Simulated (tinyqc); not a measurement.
Gamma, L and X subbands of a thin body with non-parabolic valleys, step by step. Values are carried at full precision from step to step, so a last printed digit may differ when a step is redone from the rounded ones.

Hard walls, flat band, c = hbar^2/2m0, energies from the bulk Gamma edge. For a valley at angle theta to the normal 1/m_z = cos^2/ml + sin^2/mt and m_d = sqrt(ml mt^2/m_z). Subband n starts at E_v + e with e (1 + a e) = c (n pi/t)^2/m_z, and its density-of-states mass is taken as m_d (1 + 2 a e), without further growth at higher in-plane energy. Groups are named by valley and degeneracy.

Constants: hbar^2/2m0 = 3.80998211 eV angstrom^2; kB = 8.617333262e-05 eV/K.

Values chosen for the exercise (near those of a thin GaSb channel; shifted at random, so the results belong to these values and not to a real crystal): face = 100 (surface); mG = 0.0384 m0 (Gamma mass); aG = 1.12 1/eV (Gamma non-parabolicity); EL = 0.056 eV (L edge above Gamma); mL = (1.286, 0.102) m0 (L valleys (four, along <111>): ml, mt); EX = 0.317 eV (X edge above Gamma); mX = (1.542, 0.224) m0 (X valleys (three, along <100>): ml, mt); aS = 0.58 1/eV (non-parabolicity of L and X); t = 68 angstrom (body thickness); Ns = 8.8 x 1e12/cm^2 (sheet density); T = 300 K (temperature); eot = 11 angstrom (equivalent oxide thickness).

## Valley groups

List degeneracy, edge, m_z, m_d and a.

Groups:
```
group  g  E_v (eV)     m_z     m_d  a (1/eV)
G1     1     0.000  0.0384  0.0384      1.12
L4     4     0.056  0.1472  0.3015      0.58
X1     1     0.317  1.5420  0.2240      0.58
X2     2     0.317  0.2240  0.5877      0.58
```

## Subband edges

n = 1 to 8 for each group; list the ten lowest.

Subbands:
```
subband  g  E (eV)  DOS mass
L4 n=1   4  0.1096    0.3203
G1 n=1   1  0.1768    0.0536
L4 n=2   4  0.2542    0.3709
X1 n=1   1  0.3223    0.2254
X1 n=2   1  0.3378    0.2294
X2 n=1   2  0.3526    0.6120
X1 n=3   1  0.3632    0.2360
X1 n=4   1  0.3976    0.2449
X1 n=5   1  0.4401    0.2560
X2 n=2   2  0.4517    0.6795
```

The lowest subband is L4 n=1, 67 meV below G1 n=1; in the bulk the lowest valley is Gamma.

## Filling and quantum capacitance

n_i = g m/(2 pi c) kB T ln(1 + exp((EF - E_i)/kB T)), sum n_i = Ns (1e12/cm^2 = 1e-4/angstrom^2), c = hbar^2/2m0. Quantum capacitance Cq = 1602.176634 sum g m/(2 pi c) f_i in microfarad/cm^2 with f_i = 1/(1 + exp((E_i - EF)/kB T)); Cox = 34.5313/eot (one gate); C/Cox = Cq/(Cq + Cox), the centroid term left out.

Over the ten listed subbands, named by valley (G, L, X), degeneracy and number.

EF = 0.1062 eV

n_i in the order of the list (1e12/cm^2): 8.709  0.037  0.052  0.001  0.000  0.001  0.000  0.000  0.000  0.000

Cq = 40.61 microfarad/cm^2
Cox = 3.139 microfarad/cm^2
C/Cox = 0.928

EF lies 3 meV below the lowest edge; Gamma holds 0 % of the electrons. The density of states is ample: only 7 % of the gate capacitance is lost.

## Checks

- Cq against the slope dNs/dEF by finite differences, microfarad/cm^2: both 40.61.

Program tinyqc; command `OMP_NUM_THREADS=1 python tinyqc.py 1252578 1252579 out.jsonl`; about 0.05 s on one thread of a shared Intel(R) Xeon(R) Processor @ 2.30GHz.
